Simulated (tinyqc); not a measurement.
# Schottky barrier on an n-type semiconductor, non-linear Poisson equation by Newton steps, step by step

Numbers from tinyqc (`OMP_NUM_THREADS=1 python tinyqc.py 2020010 2020011 out.jsonl`; about 0.04 s on one thread of a shared Intel Xeon 2.30GHz). Printed values are rounded.

One dimension, metal at x = 0, donor density C(x) = Nd, uniform. Energies are counted from the electron Fermi level of the semiconductor and the conduction-band edge is Ec = -psi, so n = Nc exp(psi/Vt); holes follow the Fermi level of the metal, at -V, so p = Nv exp((V - psi - Eg)/Vt). Ends: psi(0) = V - phiB and psi = Vt ln(Nd/Nc) deep inside. Boltzmann statistics, full ionisation, no current, no image force in the Poisson equation.

Inputs (values chosen for the exercise); band and dielectric values close to those of germanium:

| symbol | value | unit | meaning |
|---|---|---|---|
| T | 300 | K | temperature |
| Eg | 0.661 | eV | band gap |
| eps_r | 15.7 |  | relative permittivity |
| Nc | 1.06e19 | cm^-3 | conduction-band density of states at T |
| Nv | 6.02e18 | cm^-3 | valence-band density of states at T |
| Nd | 8.9e16 | cm^-3 | donor density deep in the semiconductor |
| phiB | 0.42 | eV | barrier height |
| V | 0 | V | bias of the metal against the semiconductor |

Constants: q = 1.602176634e-19 C, kB = 1.380649e-23 J/K, Vt = kB T/q, eps0 = 8.8541878128e-14 F/cm where lengths are in cm. Results are converted to the units shown.

## End potentials, built-in voltage, Debye length

psi_0 = V - phiB, psi_b = Vt ln(Nd/Nc), Vbi = phiB - Vt ln(Nc/Nd), LD = sqrt(eps0 eps_r Vt/(q Nd)), W = sqrt(2 eps0 eps_r (Vbi - V)/(q Nd)), hole density at the metal p_0 = Nv exp((phiB - Eg)/Vt).

psi_0 = -0.42 V
psi_b = -0.1235719 V
Vbi = 0.2964281 V
LD = 15.87527 nm
W for uniform Nd = 76.02365 nm
p_0 = 5.382384e14 cm^-3

The hole density at the metal is 0.0060 times Nd, so holes hardly matter.

## Doping on the mesh

x, node 0 to 11 (nm): 0  10  21.4  34.5  49.3  66.3  85.7  108  133  162  195  233

C = Nd, uniform, taken at the nodes.

donor density C, node 0 to 11 (cm^-3): 8.9e16  8.9e16  8.9e16  8.9e16  8.9e16  8.9e16  8.9e16  8.9e16  8.9e16  8.9e16  8.9e16  8.9e16

## Couplings between neighbouring nodes

a_i = eps0 eps_r/h_i for the interval from node i to i + 1, with h_i = x_(i+1) - x_i in cm.

coupling a_i, interval 0 to 10 (F/cm^2): 1.390107e-6  1.219393e-6  1.061151e-6  9.392618e-7  8.177103e-7  7.165503e-7  6.233666e-7  5.560430e-7  4.793474e-7  4.212447e-7  3.658178e-7

## Starting potential

The parabola psi_b - (psi_b - psi_0)(1 - x/W)^2 for x < W and psi_b beyond, with psi_0 = V - phiB, psi_b = Vt ln(Nd/Nc), W = sqrt(2 eps0 eps_r (psi_b - psi_0)/(q Nd)).

psi at the start, node 0 to 11 (V): -0.4200000  -0.3471457  -0.2766043  -0.2120046  -0.1601999  -0.1284212  -0.1235719  -0.1235719  -0.1235719  -0.1235719  -0.1235719  -0.1235719

## Iteration 1: densities, residual and Jacobian diagonal

n_i = Nc exp(psi_i/Vt), p_i = Nv exp((V - psi_i - Eg)/Vt), rho_i = p_i - n_i + C_i, g_i = (n_i + p_i)/Vt. Box widths w_i = (h_(i-1) + h_i)/2 in cm. Residual F_i = a_i (psi_(i+1) - psi_i) - a_(i-1) (psi_i - psi_(i-1)) + q rho_i w_i; Jacobian: a_(i-1) and a_i beside the diagonal, b_i = -a_(i-1) - a_i - q g_i w_i on it. The two end nodes are fixed.

```
node    n (cm^-3)    p (cm^-3)
0     9.324304e11  5.382384e14
1     1.561400e13  3.214229e13
2     2.390885e14  2.099097e12
3     2.909280e15  1.725065e11
4     2.158074e16  2.325545e10
5     7.377770e16   6.802460e9
6          8.9e16   5.638987e9
7          8.9e16   5.638987e9
8          8.9e16   5.638987e9
9          8.9e16   5.638987e9
10         8.9e16   5.638987e9
11         8.9e16   5.638987e9
```

```
node  residual F (C/cm^2)  diagonal b (F/cm^2)
1            2.833493e-12         -2.609817e-6
2           -4.651311e-11         -2.282374e-6
3           -6.501962e-10         -2.025566e-6
4            -5.497602e-9         -1.969629e-6
5            -1.807223e-8         -2.366432e-6
6            -3.474777e-9         -2.489955e-6
7            2.136695e-15         -2.483890e-6
8            2.439356e-15         -2.524649e-6
9            2.800742e-15         -2.610481e-6
10           3.207302e-15         -2.745161e-6
```

## Iteration 1: Newton step

Solve the tridiagonal system a_(i-1) d_(i-1) + b_i d_i + a_i d_(i+1) = -F_i for nodes 1 to 10, with d = 0 on fixed nodes. If the largest |d| exceeds 4 Vt, the whole step is scaled down so that it equals 4 Vt.

Newton step d, before damping, node 1 to 10 (V): -0.00275588  -0.00590062  -0.00948066  -0.01308694  -0.01390957  -0.00578116  -0.00152905  -0.00034925  -0.00006576  -0.00001009
psi after iteration 1, node 0 to 11 (V): -0.4200000  -0.3499016  -0.2825049  -0.2214852  -0.1732868  -0.1423307  -0.1293530  -0.1251009  -0.1239211  -0.1236376  -0.1235819  -0.1235719

## Iteration 2: densities, residual and Jacobian diagonal

As before.

```
node    n (cm^-3)    p (cm^-3)
0     9.324304e11  5.382384e14
1     1.403516e13  3.575803e13
2     1.902973e14  2.637294e12
3     2.016125e15  2.489279e11
4     1.300814e16  3.858120e10
5     4.307790e16  1.165028e10
6     7.116570e16   7.052131e9
7     8.388864e16   5.982572e9
8     8.780573e16   5.715684e9
9     8.877391e16   5.653349e9
10    8.896527e16   5.641188e9
11         8.9e16   5.638987e9
```

```
node  residual F (C/cm^2)  diagonal b (F/cm^2)
1            1.776911e-14         -2.609830e-6
2           -1.122792e-12         -2.282008e-6
3           -3.883312e-11         -2.017845e-6
4           -5.991941e-10         -1.885155e-6
5            -2.623205e-9         -2.020155e-6
6           -6.909440e-10         -2.259504e-6
7           -5.784074e-11         -2.408972e-6
8           -3.497559e-12         -2.504665e-6
9           -1.428793e-13         -2.606138e-6
10          -3.854607e-15         -2.744397e-6
```

## Iteration 2: Newton step

As before.

Newton step d, before damping, node 1 to 10 (in units of 1e-3 V): -0.461547  -0.987849  -1.592941  -2.264777  -2.658732  -1.250318  -0.367424  -0.086084  -0.016293  -0.002502
psi after iteration 2, node 0 to 11 (V): -0.4200000  -0.3503632  -0.2834927  -0.2230782  -0.1755516  -0.1449895  -0.1306033  -0.1254683  -0.1240072  -0.1236539  -0.1235845  -0.1235719

## Course of the Newton iteration

Stop when the largest undamped |d| is below 1e-9 V, or after 80 iterations.

Course of the iteration:
```
iteration  largest |F| (C/cm^2)  largest |d| (V)  at node
1                       1.81e-8           0.0139        5
2                       2.62e-9          2.66e-3        5
3                      6.42e-11          7.04e-5        5
4                      4.20e-14          4.80e-8        5
5                      1.95e-20         2.32e-14        5
```

Converged in 5 iterations. Once the step is below 0.1 Vt, 2 more iteration(s) reach the threshold: near the solution the error is roughly squared each time.

## Converged densities, field and barrier lowering

converged psi, node 0 to 11 (V): -0.4200000  -0.3503749  -0.2835178  -0.2231186  -0.1756092  -0.1450599  -0.1306419  -0.1254804  -0.1240101  -0.1236545  -0.1235845  -0.1235719

n and p as above; E_i = -(psi_(i+1) - psi_i)/h_i; at the metal |E_0| = |E on interval 0| + q rho_0 (h_0/2)/(eps0 eps_r), rho_0 = p_0 - n_0 + C_0; image-force lowering dphi = sqrt(q |E_0|/(4 pi eps0 eps_r)).

```
node    n (cm^-3)    p (cm^-3)
0     9.324304e11  5.382384e14
1     1.378057e13  3.641866e13
2     1.829854e14  2.742677e12
3     1.892685e15  2.651629e11
4     1.189054e16  4.220748e10
5     3.876205e16  1.294745e10
6     6.770477e16   7.412622e9
7     8.266628e16   6.071034e9
8     8.750413e16   5.735384e9
9     8.871611e16   5.657032e9
10    8.895637e16   5.641752e9
11         8.9e16   5.638987e9
```

field E, interval 0 to 10 (kV/cm): -69.62513  -58.64655  -46.10626  -32.10097  -17.97016  -7.43198  -2.31457  -0.58812  -0.12262  -0.02119  -0.00334
|E_0| at the metal = 74.78497 kV/cm
image-force lowering = 26.18986 mV

A mesh of about 1000 nodes or more gives |E_0| = 74.53 kV/cm; the 12-node value is 0.35 % above it.

## Check against the first integral

First integral for uniform doping: E_0^2 = (2 q/(eps0 eps_r)) [Nd (U - Vt + Vt exp(-U/Vt)) + Vt p_0], U = Vbi - V, Vbi = phiB - Vt ln(Nc/Nd), p_0 = Nv exp((phiB - Eg)/Vt) (deep holes neglected). Image-force lowering dphi = sqrt(q E_0/(4 pi eps0 eps_r)), at x_m = sqrt(q/(16 pi eps0 eps_r E_0)). Depletion approximation: E = sqrt(2 q Nd U/(eps0 eps_r)).

E_0 = 74.52662 kV/cm
dphi = 26.14459 mV
x_m = 1.754044 nm
field in the depletion approximation = 77.98314 kV/cm

The depletion approximation is 4.6 % above the exact field. The lowering is 1.0 Vt, a factor of 2.75 in a thermionic current.
